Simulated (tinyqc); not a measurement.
Length of a polyene: Hueckel, PPP and singles CI along the polyenes. Computed by the program tinyqc. 

All-trans chains of carbon centres 1.40 angstrom apart:
```
parameter,value
"beta (eV), times 1 +/- alternation",-2.220000
alternation,0.040000
W (eV),11.160000
gamma_rr (eV),10.640000
repulsion formula,Ohno
```

Hueckel uses the same beta without repulsion; CIS keeps all single excitations and so misses the low, doubly excited 2Ag state. W is the valence ionisation energy of a centre, MN the Mataga-Nishimoto formula, f the oscillator strength.

Gaps and excitations (eV):
```
centres,Hueckel gap,PPP orbital gap,bright singlet (CIS),f,lowest triplet (CIS)
2,4.6176,12.0128,6.2400,0.5350,2.9952
4,2.9545,9.5394,4.8877,1.0107,2.0530
6,2.1973,8.2790,4.0792,1.4199,1.6039
8,1.7689,7.5246,3.5529,1.7802,1.3598
10,1.4943,7.0300,3.1880,2.1019,1.2132
12,1.3036,6.6862,2.9240,2.3958,1.1188
14,1.1638,6.4370,2.7269,2.6707,1.0548
```

The Hueckel gap tends to 4 x alternation x |beta| = 0.36 eV for long chains. Exchange opens the PPP orbital gap, and the attraction of electron and hole brings the bright state 3.71 eV below it at 14 centres; the triplet lies 1.67 eV lower still.
